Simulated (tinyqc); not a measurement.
Width of the well: polar nitride quantum well with polarisation fields.

Growth along [0001]. e_par = (a_sub - a)/a, Ppz = 2 e_par (e31 - e33 C13/C33), P = Psp + Ppz in each layer; strain relaxation and the strain shift of the gaps are left out, although thick layers with more than about 1 % mismatch would relax.

In a periodic stack without free charge the potential drop over a period vanishes: F_w = (P_b - P_w) Lb/(eps0 (eps_w Lb + eps_b Lw)), F_b = -F_w Lw/Lb, eps0 = 8.8541878e-12 F/m; 1 MV/cm = 1e8 V/m = 0.01 V/angstrom.

Envelope functions on cells of 0.25 angstrom over barrier, well, barrier (widths Lb, Lw, Lb), psi = 0 beyond, psi'/m continuous (mean mass between points), c = hbar^2/2m0. With u(z) the integral of e F (F_w in the well, F_b = -F_w Lw/Lb in the barriers, 1 MV/cm = 0.01 V/angstrom), zero at the centre of the well, the electron sees u plus Vc in the barriers and the hole -u plus Vv. The transition is Eg + E_e + E_h; excitons are left out.

Constants: hbar^2/2m0 = 3.80998211 eV angstrom^2; hc = 1239.841984 eV nm.

Inputs chosen for the exercise (near those of an InGaN well in GaN; shifted at random, so the results belong to these values and not to a real crystal): a_w = 3.278 angstrom (lattice constant a, well); a_b = 3.189 angstrom (lattice constant a, barrier); a_sub = 3.189 angstrom (in-plane lattice constant of the stack); Psp_w = -0.0279 C/m^2 (spontaneous polarisation); Psp_b = -0.0336 C/m^2 (spontaneous polarisation); e31_w = -0.347 C/m^2; e31_b = -0.335 C/m^2; e33_w = 0.697 C/m^2; e33_b = 0.697 C/m^2; C_w = 0.29 (C13/C33); C_b = 0.269 (C13/C33); eps_w = 11.2 (dielectric constant); eps_b = 10.5 (dielectric constant); Lb = 105 angstrom (barrier width); Eg = 2.49 eV (gap of the well); Vc = 0.646 eV (conduction offset); Vv = 0.304 eV (valence offset); me = 0.168 m0 (electron, well); meb = 0.2 m0 (electron, barrier); mh = 1.89 m0 (hole, everywhere); Ls = (10, 14, 20, 28, 38, 50) angstrom (well widths).

Field, levels and overlap anew for each width.

Results:
```
Lw (angstrom)  F_w (MV/cm)  E (eV)  E without field (eV)  overlap^2  ln overlap^2
10                  -3.288  2.8986                2.9564      0.633         -0.46
14                  -3.184  2.7308                2.8338      0.494         -0.71
20                  -3.039  2.5297                2.7213      0.247         -1.40
28                  -2.865  2.3101                2.6396     0.0635         -2.76
38                  -2.674  2.0754                2.5863    0.00663         -5.02
50                  -2.476  1.8317                2.5528   0.000238         -8.34
```

The red shift grows from 58 to 721 meV. The line drops below Eg between 20 and 28 angstrom, which a square well can never do. Over the last two rows dE/dLw = -20.3 meV per angstrom, against -|e F_w| = -24.8 in the last row; the field itself weakens by 25 % over the table, since a wider well shares the drop with the barrier. The overlap falls by a factor 2.65e+03.

Program tinyqc; command `OMP_NUM_THREADS=1 python tinyqc.py 1250063 1250064 out.jsonl`; about 0.04 s on one thread of a shared Intel(R) Xeon(R) Processor @ 2.30GHz.
